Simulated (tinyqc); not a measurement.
Which input was changed? Model: heat flow across a film from the phonon Boltzmann equation in the relaxation-time approximation. Computed by tinyqc, a small Python program. Command: `OMP_NUM_THREADS=1 python tinyqc.py 3001079 3001080 out.jsonl slabbte which`. One thread of a shared host (Intel(R) Xeon(R) Processor @ 2.30GHz), about 0.09 s of CPU time with the checks.

Two black walls, hot at x = 0 and cold at x = L, emit phonons isotropically. For one free path Lambda, with tau = x/Lambda, tau_L = L/Lambda and phi = (T - T_cold)/Delta T, energy balance gives phi(tau) = (1/2) [E2(tau) + int_0^tau_L phi(s) E1(|tau - s|) ds]; E_n are the exponential integrals. The flux over the ballistic flux C v Delta T/4 is psi = 1 - 2 int_0^tau_L phi(s) E2(s) ds, and kappa_eff/kappa = (3/4) tau_L psi. kappa = C v Lambda/3 is an input, so at fixed kappa a longer free path means a smaller C v.

Inputs (values chosen for the exercise, modelled on gallium oxide):
```
quantity                             value     unit
bulk conductivity kappa               22.7  W/(m K)
film thickness L                       3.4       nm
wall temperature difference Delta T     16        K
free path Lambda_1                      18       nm
cells n in the small system              5        -
```

Free-path groups: one.

Method:
- Cut the film into n equal cells with constant phi, collocated at the centres c_i: the kernel integrates to A_ij = |E2(|c_i - e_j|) - E2(|c_i - e_(j+1)|)|/2 for cell edges e_j, and A_ii = 1 - E2(half a cell); solve (1 - A) phi = E2(c)/2; psi = 1 - 2 sum_j phi_j [E3(e_j) - E3(e_(j+1))].
- Use 150 and 300 cells and extrapolate psi = (4 psi(300) - psi(150))/3. The jump at the hot wall is 1 - phi there (linear extrapolation from the first two of 300 cells). Two-flux (diffusion with slip) formula: psi = 1/(1 + 3 tau_L/4).
- Each group is solved on its own with 150 and 300 cells, psi = (4 psi(300) - psi(150))/3, and weighted by its share of kappa.
- Flux J = kappa_eff Delta T/L; apparent boundary resistance per wall (L/kappa_eff - L/kappa)/2.

Problem. One of these inputs alone was changed, within the range given: bulk conductivity kappa (11.35 to 45.4); film thickness L (1.7 to 6.8); free path Lambda_1 (9 to 36). Which one, and to what value?

Results:
```
run     flux J (GW/m^2)  apparent resistance per wall (m^2 K/GW)  psi for Lambda_1
before         12.95347                                0.5427053         0.8559562
after          14.09474                                0.4987615         0.8559562
```

Solution.

Each candidate set to reproduce flux J, and what it then gives:
```
candidate                          range searched  value needed  apparent resistance per wall (m^2 K/GW)  psi for Lambda_1
bulk conductivity kappa (W/(m K))   11.35 to 45.4         24.70                                  0.49876           0.85596
film thickness L (nm)                  1.7 to 6.8  out of reach                                        -                 -
free path Lambda_1 (nm)                   9 to 36         16.31                                  0.49270           0.84414
```

Only bulk conductivity kappa fits every result: it went from 22.7 to 24.7 W/(m K). The next best candidate, free path Lambda_1, misses one result by 1.4 %.

Caution: below about 10 nm the film nears the phonon wavelength, and a particle picture fails.
